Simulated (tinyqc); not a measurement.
Worked calculation: strain-driven crossing of the Gamma and L valleys in a germanium-like crystal. Values are carried at full precision from step to step, so a last printed digit may differ when a step is redone from the rounded ones.

Biaxial loads: e0 is the in-plane strain e_par and the normal is free. (001): e_perp = -2 (C12/C11) e_par; exx = eyy = e_par, ezz = e_perp, no shear. (111): e_perp = -(2 C11 + 4 C12 - 4 C44)/(C11 + 2 C12 + 4 C44) e_par; exx = eyy = ezz = (2 e_par + e_perp)/3 and exy = eyz = ezx = (e_perp - e_par)/3. (110): e_perp = -(C11 + 3 C12 - 2 C44)/(C11 + C12 + 2 C44) e_par; exx = eyy = (e_par + e_perp)/2, ezz = e_par, exy = (e_perp - e_par)/2, eyz = ezx = 0. Uniaxial loads: a stress along n, scaled so that n.e.n = e0, with exx = s11 sxx + s12 (syy + szz), exy = s44 sxy/2, s11 = (C11 + C12)/((C11 - C12)(C11 + 2 C12)), s12 = -C12/((C11 - C12)(C11 + 2 C12)), s44 = 1/C44.

Constants: kB = 8.617333262e-05 eV/K; hc = 1239.841984 eV nm.

Parameters, chosen for this exercise (near those of Ge, gaps at low temperature; not measured data):
```
symbol  value          unit  meaning
C11     130.8          GPa
C12     48.8           GPa
C44     66.7           GPa
load    biaxial (001)        kind of strain
e0      0.0033               size of the strain
Eg      0.908          eV    gap at Gamma to the s-like level
EgL     0.749          eV    gap to L
Dso     0.284          eV    spin-orbit splitting
ac      -8.32          eV    conduction deformation potential
av      1.23           eV    valence hydrostatic potential
b       -2.56          eV    tetragonal shear potential
d       -5.36          eV    trigonal shear potential
aL      -1.39          eV    hydrostatic potential of the L edge, Xd + Xu/3
XuL     16.18          eV    uniaxial potential, L
mG      0.0434         m0    mass at Gamma
mL      0.564          m0    density-of-states mass of the four L valleys together
T       300            K     temperature
```

## The strain tensor for a biaxial (001) load

Form the tensor and its trace.

strain tensor in the cubic axes:
```
          x         y          z
x  0.003300  0.000000   0.000000
y  0.000000  0.003300   0.000000
z  0.000000  0.000000  -0.002462
```

tr(e) = 0.004138

## Band edges

Edges from the unstrained valence top: Gamma at Eg + ac tr(e); an L valley with unit axis u at EgL + aL tr(e) + XuL (u.e.u - tr(e)/3), u along [111], [1-1-1], [-11-1], [-1-11]; valence edges are the levels of the 6 x 6 matrix of X, Y, Z times spin with -Dso/3 + l exx + m (eyy + ezz) on the diagonal (cyclic), n exy off it, l = av + 2 b, m = av - b, n = sqrt(3) d. Spin-orbit term (Dso/3) L.sigma on X, Y, Z with (L_k)_ij = -i epsilon_kij: <X+|H|Y+> = -i Dso/3, <X+|H|Z-> = Dso/3, <Y+|H|Z-> = -i Dso/3, <Z+|H|X-> = -Dso/3, <Z+|H|Y-> = i Dso/3, <X-|H|Y-> = i Dso/3, and their conjugates; + and - are the spin along z.

Give the edges and the direct and indirect gaps from the top valence edge.

Gamma edge = 0.8736 eV

L edges (eV): [111] 0.7432, [1-1-1] 0.7432, [-11-1] 0.7432, [-1-11] 0.7432

valence edges from the top (eV): 0.0213  -0.0097  -0.2804

direct and indirect gap (eV): 0.8523  0.7220

The gap is indirect: Gamma lies 130 meV above the lowest L valley. The top two valence edges are 31 meV apart.

## Electrons in the Gamma valley

Non-degenerate, parabolic: share = mG^(3/2)/(mG^(3/2) + (mL^(3/2)/4) sum_i exp(-(E_Li - E_Gamma)/kT)). Also the offset at which four equal L valleys hold half of the electrons, kT ln((mL/mG)^(3/2)), and the wavelength hc/E of the direct gap.

(mL/mG)^(3/2) = 46.85
share in Gamma = 0.0138 %
offset for an even split = 99.4 meV
wavelength = 1455 nm

With the L valleys as they lie here, Gamma must be 99 meV below the lowest of them to hold half of the electrons at 300 K; it lies 130 meV above. A direct gap alone is not enough.

## Checks

- Gamma and lowest L edge at e0 = 0.01830, where the linear shifts make them meet (eV): both 0.7171.

Computed by tinyqc, a small Python program: `OMP_NUM_THREADS=1 python tinyqc.py 1051416 1051417 out.jsonl` (the numbers bound the seed that draws the inputs); one thread of a shared host (Intel(R) Xeon(R) Processor @ 2.30GHz), about 0.01 s for the whole set of steps.
